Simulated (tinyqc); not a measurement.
Inside a calculation. Model: resonant-tunnelling diode, transfer matrices and Tsu-Esaki current.

Computed by the program tinyqc: `OMP_NUM_THREADS=1 python tinyqc.py 2600114 2600115 out.jsonl`, one thread of a shared Intel Xeon 2.30GHz, about 0.1 s for the whole run. Printed values are rounded.

Emitter (band edge 0), barrier d1, well Lw, barrier d2, collector (edge -V). The bias drops linearly over these layers and none in the contacts; each layer is cut into ns equal slices, flat at the value of their centres. E is the energy of motion across the layers, C = hbar^2/(2 m0), psi and psi'/m are continuous. Transport is coherent, T(E) is taken as independent of the transverse momentum, and charge in the well is ignored.

Inputs (values chosen for the exercise); masses and offsets of a made-up heterostructure:
```
symbol,value,unit,meaning
T,300,K,temperature
mw,0.053,m0,"mass in the well, spacer and contacts"
U1,0.37,eV,barrier height
m1,0.096,m0,barrier mass
d1,2.5,nm,emitter barrier
Lw,5.2,nm,well width
d2,2.5,nm,collector barrier
ns,1,,slices in each layer
Ef,0.075,eV,Fermi energy of both contacts above their band edges
V,0.048,V,bias of the collector
E,0.06204,eV,trial energy
```

Constants: q = 1.602176634e-19 C, kB = 1.380649e-23 J/K, hbar = 1.054571817e-34 J s, m0 = 9.1093837015e-31 kg, Vt = kB T/q, hbar^2/(2 m0) = 0.0380998212 eV nm^2. Results are converted to the units shown.

## Slices under bias

U = edge of the layer - V x/Lt at the centre x of each slice, Lt the summed thickness.

```
slice,U (eV),m (m0),width (nm)
0,0.364118,0.096,2.5
1,-0.024000,0.053,5.2
2,0.327882,0.096,2.5
```

## Running product of the slice matrices at the trial energy

For the pair (psi, psi'/m) a flat layer has M = [[cos kd, (m/k) sin kd], [-(k/m) sin kd, cos kd]] with k = sqrt(m (E - U)/C) above its edge U, and M = [[cosh Kd, (m/K) sinh Kd], [(K/m) sinh Kd, cosh Kd]] with K = sqrt(m (U - E)/C) below it. Later slices stand to the left. With M acting on (psi, psi'/m) and v = k/m in each lead, T(E) = 4 vL vR/[(vL vR M12 - M21)^2 + (vR M11 + vL M22)^2]. vL = sqrt(mw E/C)/mw, vR = sqrt(mw (E + V)/C)/mw.

Product after each layer:
```
,M11,M12 (nm),M21 (1/nm),M22
barrier d1,4.48443,0.481027,39.7278,4.48443
well,4.91389,0.560370,-37.5009,-4.07302
barrier d2,2.59489,0.386723,11.8617,2.15316
```

T(E) = 0.166620

## Transmission at three energies near the peak

three energies (eV): [0.064116, 0.065616, 0.067116]

The same product at each energy.

T(E) at these energies: [0.581374, 0.947791, 0.465552]

## Breit-Wigner parameters from a parabola through 1/T(E)

Near a resonance 1/T(E) = (1/Tp) [1 + (2 (E - Er)/G)^2]. With y = 1/T(E) at E0 - h, E0, E0 + h: a = (y1 + y3 - 2 y2)/(2 h^2), b = (y3 - y1)/(2 h), Er = E0 - b/(2 a), 1/Tp = y2 - b^2/(4 a), G = 2 sqrt(1/(Tp a)), tau = hbar/G.

Er = 0.0654334 eV
Tp = 0.959634
G = 3.26655 meV
tau = 201.501 fs

The true maximum of T(E) lies at 0.065402 eV with height 0.9643 and full width 3.232 meV; the fitted G is 1.1 % above that width.

## Current from the resonance alone

J = J0 times the integral over E > 0 of T(E) N(E), N = ln[(1 + exp((Ef - E)/Vt))/(1 + exp((Ef - V - E)/Vt))], J0 = q^2 mw m0 kB T/(2 pi^2 hbar^3) (times 1e-4 for A/cm^2 per eV). For a sharp resonance J = J0 (pi G/2) Tp N(Er), with Er the peak energy, Tp the peak transmission and G the full width at half maximum (in eV). The three values given are estimates from a parabola through three points of 1/T(E).

J0 = 2.21734e7 A/(cm^2 eV)
N(Er) = 0.691335
J = 75.4806 kA/cm^2

The full integral over T(E) gives 73.29 kA/cm^2; the value above is 3.0 % above it. With the exact position, height and width of the peak (Er = 0.065402 eV, Tp = 0.9643, G = 3.232 meV) the formula is 2.5 % above it.
